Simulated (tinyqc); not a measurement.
Two-dimensional dopant profile at a mask edge: lateral junction, overlap and effective channel length: one step, computed by the program tinyqc. Command: `OMP_NUM_THREADS=1 python tinyqc.py 3030872 3030873 out.jsonl lateral walk`. One thread of a shared host (Intel(R) Xeon(R) Processor @ 2.30GHz), about 0.01 s of CPU time with the checks.

Ions enter for y < 0; the mask (spacer, then gate) covers y > 0. x is the depth. The surface reflects dopant during the anneal.

Question. Lateral junction at the surface. Widths s_x^2 = (vertical straggle)^2 + 2 D t, s_y^2 = (lateral straggle)^2 + 2 D t. C(x, y) = V(x) (1/2) erfc(y/(sqrt2 s_y)), V(x) = Q/(sqrt(2 pi) s_x) [exp(-(x - R_p)^2/(2 s_x^2)) + exp(-(x + R_p)^2/(2 s_x^2))]; 1 nm = 1e-7 cm. The lateral junction at depth x solves C = C_B: y_j(x) = sqrt2 s_y erfc^-1(2 C_B/V(x)). Overlap under the gate = y_j(0) - spacer; metallurgical channel L_met = L_g - 2 overlap (tails from the two sides are not added). Abruptness at y_j(0) in nm per decade = ln(10) s_y sqrt(pi/2) exp(u^2) erfc(u), u = y_j/(sqrt2 s_y). Overlap capacitance per width = 3.9 eps_0 overlap/t_ox (zero if there is no overlap).

Inputs (values chosen for the exercise, modelled on a source-drain extension in silicon): channel doping C_B = 2.8e+17 1/cm^3; gate length L_g = 160 nm; offset spacer = 0.76 nm; oxide thickness = 3.3 nm.

s_y = 18.23431 nm

V at the surface = 2.406513e+20 1/cm^3

vertical junction x_j = 87.81334 nm

Constants: eps_0 = 8.8541878128e-12 F/m.

Give: lateral junction y_j(0); ratio y_j(0)/x_j; overlap; metallurgical channel L_met; lateral abruptness; overlap capacitance.

Answer.

lateral junction y_j(0) = 55.52 nm

ratio y_j(0)/x_j = 0.6323

overlap = 54.76 nm

metallurgical channel L_met = 50.47 nm

lateral abruptness = 12.63 nm/decade

overlap capacitance = 0.5730 fF/um

The two overlaps take 68 % of the gate length.
